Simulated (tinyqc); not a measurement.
Van der Pauw, Hall and four-point-probe measurements on a doped layer: one step of the calculation.

A uniform p-type layer with sheet resistance Rs = 1/(q ns mu), point contacts, low field (mu B small).

Problem. Resistances and Hall voltage. Rs = 1/(q ns mu). For a rectangle with contacts at the corners, RA = (8 Rs/pi) sum_(k>=0) ln coth((2k + 1) pi a/(2 b)) with current along a short side b and voltage along the opposite one, RB the same with a and b exchanged; Hall voltage VH = rH B I/(q ns), negative for electrons.

Parameters, values chosen for the exercise: sheet density of the layer ns = 1e15 cm^-2; drift mobility mu = 60 cm^2/(V s); Hall factor rH = 1.1; magnetic field B = 0.3 T; current I = 50 uA; side ratio a/b of a rectangular sample with corner contacts ar = 1.8.

Constants: q = 1.602176634e-19 C. Results are converted to the units shown.

Give: Rs; RA; RB; VH.

Solution.

Rs = 104.03 ohm/square
RA = 1.8545 ohm
RB = 96.361 ohm
VH = 0.010298 mV

RB/RA = 52.0; for a square both equal Rs ln 2/pi = 23.0 ohm.

Computed by the program tinyqc: `OMP_NUM_THREADS=1 python tinyqc.py 2850221 2850222 out.jsonl`, one thread of a shared Intel Xeon 2.30GHz, about 0.01 s for the whole run.
